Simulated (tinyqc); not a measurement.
Defect, radiative and Auger recombination at equal electron and hole densities (ABC model), step by step. Values are carried at full precision from step to step, so a last printed digit may differ when a step is redone from the rounded ones.

J/(e d) = Ae n + B n^2 + C n^3 with Ae = A + 4 S/w (four side walls, carriers spread evenly), e = 1.602176634e-19 C, lengths in cm; internal efficiency IQE = B n^2/(Ae n + B n^2 + C n^3); all injected carriers recombine in the layer.

Parameters, chosen for this exercise (orders of magnitude like those quoted for InP; the results hold for these values, not for the real material):
- A = 6800000 1/s (defect rate)
- B = 1.8e-10 cm^3/s (radiative coefficient)
- C = 3.1e-31 cm^6/s (Auger coefficient)
- S = 0 cm/s (recombination velocity of the side walls)
- w = 110 micrometre (side of the square mesa)
- d = 82 nm (active thickness)
- J = 900 A/cm^2 (current density)
- ex = 0.06 (extraction efficiency)
- Eph = 1.31 eV (photon energy)

## The efficiency peak

IQE peaks at n_p = sqrt(Ae/C); with Q = B/sqrt(Ae C), IQE_max = Q/(Q + 2).

Ae = 6.800e+06 1/s
n_p = 4.684e+18 1/cm^3
Q = 124.0
IQE_max = 0.984
J at the peak = 5.27e+03 A/cm^2

The side walls are taken as passivated.

## Carrier density at the given current

G = J/(e d). Newton steps from the smallest of G/Ae, sqrt(G/B) and (G/C)^(1/3); stop when the relative step is below 1e-9.

G = 6.850e+26 1/(cm^3 s)

Newton steps:

| step | n (1/cm^3) | rate/G | relative step |
|---|---|---|---|
| 1 | 1.9508e+18 | 1.02272 | -0.011 |
| 2 | 1.9290e+18 | 1.00013 | -6.4e-05 |
| 3 | 1.9289e+18 | 1.00000 | -2.0e-09 |
| 4 | 1.9289e+18 | 1.00000 | 0 |

n = 1.929e+18 1/cm^3

The start is an upper bound and the function is convex, so the steps fall monotonically; 4 are needed.

## Shares, lifetimes and light

Shares of the three paths; lifetime n/G = 1/(Ae + B n + C n^2); differential lifetime 1/(Ae + 2 B n + 3 C n^2) and bandwidth 1/(2 pi tau_d); optical power density ex IQE J Eph/e.

shares: defect 0.0191, radiative 0.9776, Auger 0.0032

lifetime = 2.82 ns
differential lifetime = 1.42 ns
bandwidth = 112 MHz
optical power density = 69.2 W/cm^2

The radiative path is the largest; the device runs below its efficiency peak, where the defect and Auger shares are equal.

## Checks

- Density from Newton steps against bisection (1/cm^3): both 1.9289e+18.

(tinyqc, `OMP_NUM_THREADS=1 python tinyqc.py 1651713 1651714 out.jsonl`, Intel(R) Xeon(R) Processor @ 2.30GHz, 1 thread, shared host, about 0.01 s.)
